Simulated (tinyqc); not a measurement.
Stripping the layer step by step: sheet resistance and Hall data of a diffused or implanted layer. Computed by tinyqc, a small Python program. Command: `OMP_NUM_THREADS=1 python tinyqc.py 3021527 3021528 out.jsonl layer walk`. One thread of a shared host (Intel(R) Xeon(R) Processor @ 2.30GHz), about 0.01 s of CPU time with the checks.

Carriers are taken equal to the net active doping down to the junction (full ionisation, which deep dopants in wide-gap hosts do not reach; no spill-over, no depletion), and the Hall factor is 1.

Inputs (values chosen for the exercise, modelled on arsenic in silicon): mu_min = 51.7 cm^2/(V s); mu_max = 1420 cm^2/(V s); N_ref = 9.5e+16 1/cm^3; exponent alpha = 0.68; peak concentration N_0 = 9.1e+17 1/cm^3; length scale l = 500 nm; background doping N_B (opposite type) = 1.2e+15 1/cm^3; projected range R_p = 1100 nm.

Profile: buried Gaussian (implant). Activation: complete.

Constants: e = 1.602176634e-19 C.

Method:
- N(x) = N_0 exp(-(x - R_p)^2/(2 l^2)) for x > 0, dose N_0 l sqrt(pi/2) erfc(-R_p/(l sqrt 2)), junction x_j = R_p + l sqrt(2 ln(N_0/N_B)); the layer starts at x_0 = max(0, 2 R_p - x_j).
- Mobility mu = mu_min + (mu_max - mu_min)/(1 + (N_t/N_ref)^alpha), N_t = active doping + N_B; carriers n = active doping - N_B, all dopants active.
- Integrals from x_0 (0 unless stated) to x_j by the midpoint rule on 400 even intervals: 1/R_s = e int n mu dx; sheet density n_s = int n dx; Hall sheet density (int n mu dx)^2/int n mu^2 dx; Hall mobility int n mu^2 dx/int n mu dx.
- After removing a depth d the integrals start at d. Differences between neighbouring rows give the local conductivity -d(1/R_s)/dx at the middle of the slice (the last slice uses one more step, not listed).

junction depth x_j = 2920.87 nm

Differential sheet resistance:
```
removed d (nm)  R_s (ohm)  slice conductivity (S/cm)  sigma at mid-slice (S/cm)
0                   150.4                     14.890                     14.781
290                 160.8                     26.178                     26.215
580                 183.2                     36.512                     36.715
870                 227.2                     42.127                     42.442
1160                314.5                     40.590                     40.872
1450                499.4                     32.599                     32.733
1740                946.1                     21.409                     21.382
2030               2293.1                     10.779                     10.622
```

R_s doubles after removing between 870 and 1160 nm of a layer 2920 nm deep, so half the current flows above that depth. Where sigma exceeds a tenth of its largest listed value, the slice values agree with it within 2 %.

Extremes, crossings and ranges named in words are read from the listed rows.
